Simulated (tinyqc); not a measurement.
Changing the width sigma of the defect charge: finite-size error of a charged defect in a periodic cell: Madelung and Makov-Payne terms. Computed by tinyqc, a small Python program. Command: `OMP_NUM_THREADS=1 python tinyqc.py 3002797 3002798 out.jsonl imagecharge sweep`. One thread of a shared host (Intel(R) Xeon(R) Processor @ 2.30GHz), about 0.05 s of CPU time with the checks.

L is the cube root of the cell volume. The defect charge is a Gaussian, rho(r) = q (2 pi sigma^2)^(-3/2) exp(-r^2/2 sigma^2), repeated periodically in a uniform neutralising background and screened by a continuum. The model cell energy is E(L) = E_0 + [periodic - isolated electrostatic energy].

Inputs (values chosen for the exercise, for a model host):
```
quantity,value,unit
charge q,-3,e
cell length L,10.5,angstrom
dielectric constant eps,8.48,-
formation energy of the isolated defect E_0,5.432,eV
```

Supercell lattice: bcc. Screening: isotropic.

Constants: e^2/(4 pi eps_0) = 14.39964548 eV angstrom.

Method:
- Cell vectors: (-1,1,1), (1,-1,1), (1,1,-1), scaled to volume L^3.
- Ewald sum for a unit point charge: scale each Cartesian component of the cell by 1/sqrt(eps_i), giving R', G' and V'; E = [ (1/2) sum erfc(eta R')/R' + (2 pi/V') sum exp(-G'^2/4 eta^2)/G'^2 - eta/sqrt(pi) - pi/(2 V' eta^2) ] e^2/(4 pi eps_0) / sqrt(eps_x eps_y eps_z), over n_i = -6..6, omitting n = (0,0,0), eta = 2/V'^(1/3). alpha = -2 E eps_g L/(e^2/(4 pi eps_0)), eps_g = (eps_x eps_y eps_z)^(1/3).
- Periodic energy of the Gaussian: (2 pi q^2/V) sum_(G != 0) exp(-sigma^2 G^2)/(G.eps.G) x e^2/(4 pi eps_0), n_i = -k..k with k = max(9, L/sigma rounded up). Isolated energy: q^2/(2 sqrt(pi) sigma) <1/(n.eps.n)> e^2/(4 pi eps_0), the mean over directions n, here 1/eps.

One run for each value:
```
width sigma of the defect charge (angstrom),finite-size error (eV),isolated energy (eV),point-charge correction -q^2 E (eV)
0.70,-2.0614,6.1588,2.1021
0.88,-2.0378,4.8990,2.1021
1.10,-2.0017,3.9192,2.1021
1.40,-1.9395,3.0794,2.1021
1.80,-1.8333,2.3951,2.1021
2.20,-1.7019,1.9596,2.1021
2.80,-1.4750,1.5397,2.1021
3.50,-1.2230,1.2318,2.1021
```

Over the rows, finite-size error (eV) rises from -2.06 to -1.22 (exponent d ln y / d ln x -0.050 between the first rows and -0.84 between the last); isolated energy (eV) falls from 6.16 to 1.23 (exponent d ln y / d ln x about -1.00 throughout); point-charge correction -q^2 E (eV) does not change. The exponent of isolated energy stays at -1: the self-energy goes as 1/sigma. The true error shrinks from 98 % to 58 % of the point-charge term as the charge spreads: a delocalised charge needs less correction.

Caution (rows 2.80, 3.50): the nearest image is closer than five widths, so the tails of the charge clouds overlap and the expansion in 1/L is no longer exact.
